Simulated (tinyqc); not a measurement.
Inputs raised by 10 %, one at a time: valley-orbit splitting of a donor ground state, with strain. Computed by tinyqc, a small Python program. Command: `OMP_NUM_THREADS=1 python tinyqc.py 3027072 3027073 out.jsonl valleyorbit sens`. One thread of a shared host (Intel(R) Xeon(R) Processor @ 2.30GHz), about 0.02 s of CPU time with the checks.

The basis is the 1s envelope in each valley; energies are counted from the unstrained conduction-band edge. The strain is e_s (a a^T - 1/3) for the unit stress axis a, so valley j along n_j moves by Xi_u e_s w_j with w_j = (n_j.a)^2 - 1/3: -1/3 for x and y, +2/3 for z.

Inputs (values chosen for the exercise, modelled on donors in silicon):
```
quantity,value,unit
single-valley binding energy E_0,32.4,meV
central-cell shift Lambda,8.28,meV
coupling Delta_1,4.5,meV
coupling Delta_2,3.62,meV
shear deformation potential Xi_u,8.47,eV
shear strain e_s,-0.0012,-
temperature T,77,K
donor density N_D,1.6e+17,cm^-3
density-of-states mass of one valley m_e,0.322,m_0
```

Valleys: six along <100>. Stress axis: [001].

Constants: k_B = 8.617333262e-05 eV/K; m_0 = 9.1093837015e-31 kg; k_B = 1.380649e-23 J/K; h = 6.62607015e-34 J s.

Method:
- H_jj = -(E_0 + Lambda) + Xi_u e_s w_j; H_jk = -Delta_2 between opposite valleys and -Delta_1 between perpendicular ones.
- Diagonalise H; the ground vector has positive components. The density at the nucleus, and so the contact hyperfine coupling, scales as (sum_j c_j)^2/(number of valleys), which is 1 without strain; the envelopes are held fixed.
- The binding energy is counted from the lowest valley edge, min_j Xi_u e_s w_j; the gap is from the ground state to the next level.
- z = sum over levels of exp(-(E - E_ground)/k_B T), the ground-state share being 1/z; N_c = 2 (2 pi m_e k_B T/h^2)^(3/2) sum_j exp(-(shift_j - lowest shift)/k_B T); n1 = N_c/(2 z) exp(-binding/k_B T), binding = lowest shift - E_ground; without compensation n = 2 N_D/(1 + sqrt(1 + 4 N_D/n1)) (Boltzmann statistics; p and higher states left out).

Runs:
```
input moved,from,to,gap to the first excited state (meV),hyperfine ratio A/A_0,free electrons n (cm^-3),share of neutral donors in the ground state
base run,-,-,19.40,0.9633,4.911e+15,0.9030
single-valley binding energy E_0 (meV),32.4,35.64,19.40,0.9633,3.860e+15,0.9030
central-cell shift Lambda (meV),8.28,9.108,19.40,0.9633,4.619e+15,0.9030
coupling Delta_1 (meV),4.5,4.95,21.11,0.9698,4.379e+15,0.9258
shear deformation potential Xi_u (eV),8.47,9.317,18.92,0.9555,4.976e+15,0.9020
shear strain e_s,-0.0012,-0.00132,18.92,0.9555,4.976e+15,0.9020
temperature T (K),77,84.7,19.40,0.9633,7.723e+15,0.8703
donor density N_D (cm^-3),1.6e+17,1.76e+17,19.40,0.9633,5.155e+15,0.9030
```

Exponents ln(y'/y) / ln(x'/x):
```
input,gap to the first excited state,hyperfine ratio A/A_0,free electrons n,share of neutral donors in the ground state
single-valley binding energy E_0,0.000,0.000,-2.526,0.000
central-cell shift Lambda,0.000,0.000,-0.645,0.000
coupling Delta_1,0.886,0.071,-1.204,0.261
shear deformation potential Xi_u,-0.260,-0.086,0.137,-0.012
shear strain e_s,-0.260,-0.086,0.137,-0.012
temperature T,0.000,0.000,4.749,-0.388
donor density N_D,0.000,0.000,0.508,0.000
```

Among the inputs moved here: gap to the first excited state answers most in size to coupling Delta_1 (exponent +0.886), next to shear deformation potential Xi_u (-0.260); its exponent is below 0.0005 for single-valley binding energy E_0, central-cell shift Lambda, temperature T, donor density N_D. hyperfine ratio A/A_0 answers most in size to shear deformation potential Xi_u (exponent -0.086), and about equally to shear strain e_s (-0.086); its exponent is below 0.0005 for single-valley binding energy E_0, central-cell shift Lambda, temperature T, donor density N_D. free electrons n answers most in size to temperature T (exponent +4.749), next to single-valley binding energy E_0 (-2.526). Its exponent +0.508 in donor density N_D: freeze-out, n = sqrt(n1 N_D). Share of neutral donors in the ground state answers most in size to temperature T (exponent -0.388), next to coupling Delta_1 (+0.261); its exponent is below 0.0005 for single-valley binding energy E_0, central-cell shift Lambda, donor density N_D.
